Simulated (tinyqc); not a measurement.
Phonon-assisted absorption at an indirect gap: sweeps and comparisons. A value that a table varies takes the place of the one given here.

alpha(E) = sum_j A_j [N_j (E - Eg + w_j)^2 + (N_j + 1)(E - Eg - w_j)^2], each bracket counted only where its base is positive; N_j = 1/(exp(w_j/kB T) - 1). The first term absorbs a phonon and the second emits one; excitons and direct transitions are left out.

Photodiode (Gaertner form with a dead layer): QE = (1 - R) exp(-alpha xj) [1 - exp(-alpha W)/(1 + alpha L)], R = ((nr - 1)/(nr + 1))^2; responsivity = QE/E in A/W for E in eV.

Constants: kB = 8.617333262e-05 eV/K.

Parameters, chosen for this exercise (loosely those of AlAs at room temperature; Eg is not tied to T; shifted at random, so the results belong to these values and not to a real crystal): Eg = 2.107 eV (indirect gap, held fixed unless listed); w = (45.7, 13.2) meV (two zone-edge phonons); A = (5900, 510) 1/(cm eV^2) (their strengths); T = 500 K; nr = 3.16 (refractive index); xj = 0.2 micrometre (dead layer at the surface); W = 0.8 micrometre (depleted width); L = 180 micrometre (minority diffusion length below it); E = 2.338 eV (photon energy).

## The square root of alpha at three temperatures

The gap is held fixed, so only the phonon occupations change.

sqrt(alpha) (1/cm^(1/2)):
```
E - Eg (eV),150 K,300 K,450 K
-0.04,0.076,0.199,0.292
-0.02,0.342,0.896,1.316
0.00,0.648,1.634,2.387
0.02,1.057,2.479,3.576
0.04,1.639,3.465,4.908
0.07,3.243,5.466,7.386
0.10,5.600,8.135,10.500
0.15,9.770,12.968,16.117
0.20,14.009,17.945,21.911
0.30,22.536,28.022,33.666
0.45,35.363,43.231,51.427
0.60,48.202,58.475,69.237
```

Below the gap only phonon absorption acts: at E - Eg = -0.02 eV sqrt(alpha) is 0.342, 0.896 and 1.316 at 150, 300 and 450 K. A straight line through the last two rows meets the axis at E - Eg = +0.0368, +0.0246 and +0.0169 eV: the intercept is roughly a weighted mean of the thresholds, not the gap, and it moves from the emission side towards Eg as the occupations grow. At the last row alpha grows by a factor 2.06 from the lowest to the highest temperature at fixed gap.

## Spectral response

Response:
```
E (eV),wavelength (nm),alpha (1/cm),1/alpha (micrometre),dead layer,collected,QE,A/W
2.13,582,16.8,595,1.000,0.233,0.170,0.080
2.17,571,52.7,190,0.999,0.489,0.357,0.164
2.23,556,193,51.9,0.996,0.779,0.567,0.254
2.31,537,553,18.1,0.989,0.913,0.659,0.285
2.41,514,1.28e+03,7.80,0.975,0.963,0.685,0.284
2.56,484,2.96e+03,3.38,0.943,0.985,0.678,0.265
2.76,449,6.28e+03,1.59,0.882,0.995,0.641,0.232
3.01,412,1.22e+04,0.822,0.784,0.998,0.572,0.190
3.31,375,2.18e+04,0.459,0.647,1.000,0.472,0.143
3.71,334,3.90e+04,0.257,0.459,1.000,0.335,0.090
```

QE is highest, 0.685, at 2.41 eV of those listed and the responsivity at 2.31 eV; reflection alone caps QE at 0.730. Near the gap weak absorption limits it (collected share 0.233); at the top the dead layer passes 0.459. Far above the gap the quadratic law and a constant index are only rough; in the real crystal direct transitions take over near 3 eV, so the rows above that understate alpha.

## What moves the response

At the energy E. Each row changes one parameter from the base and keeps the others.

Results:
```
case,alpha (1/cm),QE
base,725.6,0.6716
Eg = 2.087 eV,864.0,0.6774
T = 550 K,800.0,0.6750
W = 1.6 micrometre,725.6,0.6743
L = 90 micrometre,725.6,0.6297
xj = 0.4 micrometre,725.6,0.6619
nr = 3.32,725.6,0.6543
```

The largest shifts from the base row, up to three for each result and ties (the steps differ in size, so this ranks the rows, not the parameters). alpha (1/cm): Eg +138, T +74.4; unchanged at the printed digits by W, L, xj and nr. QE: L -0.0419, nr -0.0173, xj -0.0097.

Program tinyqc; command `OMP_NUM_THREADS=1 python tinyqc.py 1651653 1651654 out.jsonl`; about 0.01 s on one thread of a shared Intel(R) Xeon(R) Processor @ 2.30GHz.
